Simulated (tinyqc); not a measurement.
Sputter depth profiling of a dopant layer: erosion rate, quantification and the mixing-roughness response. From full width at half maximum back to roughness sigma. Computed by tinyqc, a small Python program. Command: `OMP_NUM_THREADS=1 python tinyqc.py 3019810 3019811 out.jsonl sims inv`. One thread of a shared host (Intel(R) Xeon(R) Processor @ 2.30GHz), about 0.4 s of CPU time with the checks.

A rastered ion beam erodes silicon (49.94 atoms per nm^3). The measured profile is the true one convolved with a depth response.

Inputs (values chosen for the exercise, modelled on a dopant in silicon under an oxygen or caesium beam): beam energy E = 3 keV; beam current = 150 nA; raster side = 200 um; sputter yield at 1 keV = 1.6; mixing length at 1 keV = 2 nm; depth of the top edge z0 = 27 nm; box width b = 12 nm; box concentration C = 4.3e+18 1/cm^3; relative sensitivity factor RSF = 2.9e+21 1/cm^3; matrix count rate = 2.9e+06 1/s; background count rate = 0.88 1/s; counting time per point = 1 s; level that defines the junction C_B = 2e+16 1/cm^3.

True profile: box.

Constants: e = 1.602176634e-19 C.

Method:
- Scaling chosen for the exercise: yield Y = Y1 E^0.5, mixing length w = w1 E^0.5 (E in keV).
- Erosion rate = Y I/(e x raster^2 x density); depth step = rate x counting time; concentration = RSF x counts/matrix counts; detection limit = RSF x 3 sqrt(background x time)/(matrix rate x time).
- Mixing alone turns a layer at z0 into (1/w) exp(-(z - z0 + w)/w) for z > z0 - w; roughness adds a Gaussian of width sigma. With x = z - z0 + w: g(x) = (1/(2w)) exp(sigma^2/(2 w^2) - x/w) erfc((sigma/w - x/sigma)/sqrt2), and its integral G(x) = (1/2) erfc(-x/(sigma sqrt2)) - w g(x). Measured: C [G(x) - G(x - b)].
- Find the maximum, the full width at half maximum and the deep point where the profile falls to C_B; far down, the trailing edge decays by w ln(10) per decade.

Task: A run gave the result below. Find the roughness sigma, known to lie between 0.67 and 1.3 nm.

full width at half maximum = 12.28326 nm

Result:

Each step takes the trial c = (a f_b - b f_a)/(f_b - f_a), f being the result less the target and a, b, c the logarithms of the listed values; c replaces end b, the old b replaces a if the sign of f changed, and otherwise f_a is halved.

Scan of the range:
```
roughness sigma (nm)  full width at half maximum (nm)
0.670                                         12.2199
0.748                                         12.2359
0.836                                         12.2551
0.933                                         12.2778
1.040                                         12.3051
1.160                                         12.3389
1.300                                         12.3832
```

False position (Illinois rule, in the logarithm of the input) inside the bracket:
```
step    end a    end b     trial  full width at half maximum (nm)
1     0.93300  1.04000  0.953653                          12.2828
2     1.04000  0.95365  0.955266                          12.2832
3     1.04000  0.95527  0.955514                          12.2833
4     0.95527  0.95551  0.955400                          12.2833
```

Full width at half maximum rises at every point of a 13-point scan of the range (every second point is shown), so one value fits; it is bracketed by 0.933 and 1.04. Answer: roughness sigma = 0.9554 nm.
